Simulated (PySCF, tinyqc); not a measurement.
Inside a calculation. Method: CIS and TDHF on RHF in the sto-6g basis, for H4, spin multiplicity 1. The lowest restricted solution is unstable here: a spin-polarised one lies 0.0458 hartree lower (PySCF). One step of it, computed by the program tinyqc.

Task: Integrals over molecular orbitals. (pq|rs) = sum C_ip C_jq C_kr C_ls (ij|kl), one index at a time.

coefficients C:
```
,MO1,MO2,MO3,MO4
1H 1s,0.322829,0.584940,0.638325,0.986345
2H 1s,0.322829,0.584940,-0.638325,-0.986345
3H 1s,0.322829,-0.584940,0.638325,-0.986345
4H 1s,0.322829,-0.584940,-0.638325,0.986345
```

core Hamiltonian H = T + V (hartree):
```
,1H 1s,2H 1s,3H 1s,4H 1s
1H 1s,-1.954431,-1.328502,-1.200957,-0.835761
2H 1s,-1.328502,-1.954431,-0.835761,-1.200957
3H 1s,-1.200957,-0.835761,-1.954431,-1.328502
4H 1s,-0.835761,-1.200957,-1.328502,-1.954431
```

Two-electron integrals (ij|kl) in chemists' order, unique and non-zero (hartree):
```
i,j,k,l,(ij|kl)
1,1,1,1,0.774999
2,1,1,1,0.364017
2,1,2,1,0.209933
2,2,1,1,0.515970
2,2,2,1,0.364017
2,2,2,2,0.774999
3,1,1,1,0.316892
3,1,2,1,0.156720
3,1,2,2,0.232869
3,1,3,1,0.164648
3,2,1,1,0.178412
3,2,2,1,0.104973
3,2,2,2,0.184984
3,2,3,1,0.094592
3,2,3,2,0.063524
3,3,1,1,0.483271
3,3,2,1,0.250236
3,3,2,2,0.385232
3,3,3,1,0.316892
3,3,3,2,0.184984
3,3,3,3,0.774999
4,1,1,1,0.184984
4,1,2,1,0.104973
4,1,2,2,0.178412
4,1,3,1,0.094592
4,1,3,2,0.062968
4,1,3,3,0.178412
4,1,4,1,0.063524
4,2,1,1,0.232869
4,2,2,1,0.156720
4,2,2,2,0.316892
4,2,3,1,0.121937
4,2,3,2,0.094592
4,2,3,3,0.232869
4,2,4,1,0.094592
4,2,4,2,0.164648
4,3,1,1,0.250236
4,3,2,1,0.145346
4,3,2,2,0.250236
4,3,3,1,0.156720
4,3,3,2,0.104973
4,3,3,3,0.364017
4,3,4,1,0.104973
4,3,4,2,0.156720
4,3,4,3,0.209933
4,4,1,1,0.385232
4,4,2,1,0.250236
4,4,2,2,0.483271
4,4,3,1,0.232869
4,4,3,2,0.178412
4,4,3,3,0.515970
4,4,4,1,0.184984
4,4,4,2,0.316892
4,4,4,3,0.364017
4,4,4,4,0.774999
```

Give: one-electron integrals over orbitals h = C^T H C; Two-electron integrals over orbitals.

Result:

one-electron integrals over orbitals h = C^T H C (hartree):
```
,1,2,3,4
1,-2.218,0.000,0.000,0.000
2,0.000,-1.706,0.000,0.000
3,0.000,0.000,-1.615,0.000
4,0.000,0.000,0.000,-1.015
```

Two-electron integrals over orbitals (pq|rs), unique and non-zero (hartree):
```
p,q,r,s,(pq|rs)
1,1,1,1,0.550
2,1,2,1,0.144
2,2,1,1,0.534
2,2,2,2,0.545
3,1,3,1,0.132
3,2,3,2,0.076
3,3,1,1,0.531
3,3,2,2,0.518
3,3,3,3,0.541
4,1,3,2,0.076
4,1,4,1,0.076
4,2,3,1,0.129
4,2,4,2,0.142
4,3,2,1,0.139
4,3,4,3,0.153
4,4,1,1,0.539
4,4,2,2,0.546
4,4,3,3,0.545
4,4,4,4,0.571
```
